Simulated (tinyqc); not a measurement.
Optical gain and spontaneous emission in a bulk direct-gap semiconductor: sweeps and comparisons. A value that a table varies takes the place of the one given here.

Parabolic bands, vertical transitions, no excitons. For each hole band j: mr = me mj/(me + mj); joint density of states J_j(E) = (mr/c)^(3/2) sqrt(E - Eg)/(2 pi^2), both spins, c = hbar^2/2m0; averaged matrix element |e.p|^2 = m0 Ep/6; alpha_j(E) = 4 pi^2 alpha_f c Ep J_j/(3 nr E) in 1/angstrom (alpha_f the fine-structure constant, listed as alpha among the constants), times 1e8 for 1/cm.

F_j(eta) = (1/Gamma(j + 1)) integral_0^infinity x^j dx/(1 + exp(x - eta)), which tends to exp(eta) for eta << 0.

Quasi-Fermi levels: n = Nc F_1/2(Fc/kT) and p = Nv F_1/2(Fv/kT), Fc counted up from the conduction edge and Fv down from the valence edge; Nc, Nv from N = 2 (m kB T/(4 pi c))^(3/2) with c = hbar^2/2m0, in 1/angstrom^3; times 1e24 for 1/cm^3, with me and (mhh^(3/2) + mlh^(3/2))^(2/3).

For band j the electron sits at Ee = (E - Eg) mr/me above its edge and the hole at Eh = (E - Eg) mr/mj; fe = 1/(1 + exp((Ee - Fc)/kT)), fh = 1/(1 + exp((Eh - Fv)/kT)); gain g = sum_j alpha_j (fe + fh - 1).

Spontaneous rate: R = integral of (nr E/(hbar c))^2/(pi^2 hbar) sum_j alpha_j fe fh dE, with alpha in 1/cm and (nr E/(hbar c))^2 in 1/cm^2 (1e16 per 1/angstrom^2); B = R/(n p); lifetime n/R.

Constants: hbar^2/2m0 = 3.80998211 eV angstrom^2; fine-structure constant alpha = 0.007297352564; kB = 8.617333262e-05 eV/K; hbar = 6.58211957e-16 eV s; hbar c = 1973.269805 eV angstrom.

Inputs chosen for the exercise (near those of InP; not measured data):
- Eg = 1.36 eV (direct gap)
- me = 0.0782 m0 (electron mass)
- mhh = 0.591 m0 (heavy-hole mass)
- mlh = 0.085 m0 (light-hole mass)
- Ep = 20.3 eV (Kane energy)
- nr = 3.42 (refractive index)
- T = 200 K
- n = 1.6e+18 1/cm^3 (injected density, n = p)

## Peak gain against injection

The peak is the largest g over E; a dash marks no gain.

Gain:
```
n (1/cm^3)  Fc (eV)  Fv (eV)  peak gain (1/cm)  peak E - Eg (eV)  B (cm^3/s)
4.2e+17      0.0143  -0.0469                 -                 -    2.27e-10
6.8e+17      0.0276  -0.0384                 -                 -    2.13e-10
9.7e+17      0.0393  -0.0320                41            0.0025    1.99e-10
1.2e+18      0.0472  -0.0281               167            0.0069    1.90e-10
1.5e+18      0.0565  -0.0240               357            0.0124    1.79e-10
1.9e+18      0.0677  -0.0196               612            0.0192    1.67e-10
2.5e+18      0.0828  -0.0143               969            0.0285    1.52e-10
3.4e+18      0.1030  -0.0081              1443            0.0405    1.35e-10
```

transparency density (Fc + Fv = 0) = 8.44e+17 1/cm^3

What can be read from the table?

Gain starts at 8.44e+17 1/cm^3, where Fc = -Fv = 0.0345 eV: with Nv/Nc = 22 the electrons must be degenerate before the holes are. The slope of peak gain against n is 5.51e-16 cm^2 between the first two rows with gain and 5.26e-16 between the last two; the peak moves from 0.0025 to 0.0405 eV above the gap as the bands fill, and B falls by a factor 1.68. Line broadening and gap shrinkage are left out.

## Gain spectrum

At the density n.

Spectrum:
```
E - Eg (eV)  alpha, empty (1/cm)  fe, heavy  fh, heavy  g (1/cm)
0.005                       2021      0.961      0.205       326
0.010                       2847      0.950      0.199       405
0.020                       3998      0.919      0.189       392
0.030                       4861      0.871      0.179       214
0.045                       5890      0.758      0.164      -386
0.060                       6729      0.593      0.151     -1430
0.080                       7662      0.343      0.134     -3318
0.100                       8449      0.158      0.119     -5202
0.130                       9440      0.039      0.099     -7396
0.170                      10513      0.005      0.078     -9394
0.220                      11581      0.000      0.057    -10983
```

Fc + Fv = 0.0367 eV

How do the results move?

g is positive below E - Eg = 0.0367 eV; the largest value listed is 405 1/cm at 0.010 eV. At 0.220 eV above the gap g is -0.95 times the absorption of the empty crystal, whose limit is -1.

## Transparency density and B against temperature

Eg is held fixed; B is taken at n = 1e15 1/cm^3.

Results:
```
T (K)  transparency density (1/cm^3)  Fc/kT there  B (cm^3/s)
100                         2.99e+17        2.002    7.18e-10
150                         5.48e+17        2.002    3.93e-10
200                         8.44e+17        2.002    2.56e-10
250                         1.18e+18        2.002    1.84e-10
300                         1.55e+18        2.002    1.41e-10
350                         1.95e+18        2.002    1.12e-10
400                         2.39e+18        2.002    9.23e-11
500                         3.34e+18        2.002    6.67e-11
```

What can be read from the table?

Fc/kT at transparency stays at 2.002, since it depends on Nv/Nc alone, so the density goes as T^1.50. B goes as T^-1.48, against T^-1.5 for non-degenerate carriers: hot carriers spread over k and fewer pairs share a wave vector.

## What moves transparency and gain

Transparency is Fc + Fv = 0; the peak is the largest g over E at the density n (0 if none). Each row changes one parameter from the base and keeps the others.

Results:
```
case                 transparency density (1/cm^3)  Fc + Fv (eV)  peak gain (1/cm)
base                                      8.44e+17        0.0367               422
me = 0.0899 m0                            9.66e+17        0.0276               371
mhh = 0.355 m0                            6.52e+17        0.0504               856
Ep = 22.3 eV                              8.44e+17        0.0367               463
T = 240 K                                 1.11e+18        0.0239               195
n = 2.08e+18 1/cm^3                       8.44e+17        0.0546               723
nr = 3.59                                 8.44e+17        0.0367               402
```

What can be read from the table?

The largest shifts from the base row, up to three for each result and ties (the steps differ in size, so this ranks the rows, not the parameters). transparency density (1/cm^3): T +2.66e+17, mhh -1.93e+17, me +1.22e+17; unchanged at the printed digits by Ep, n and nr. Fc + Fv (eV): n +0.0180, mhh +0.0137, T -0.0128; unchanged at the printed digits by Ep and nr. peak gain (1/cm): mhh +435, n +301, T -227.

Run: tinyqc, `OMP_NUM_THREADS=1 python tinyqc.py 1682597 1682598 out.jsonl`; Intel(R) Xeon(R) Processor @ 2.30GHz, one thread, shared host; about 0.08 s of CPU time with all checks.
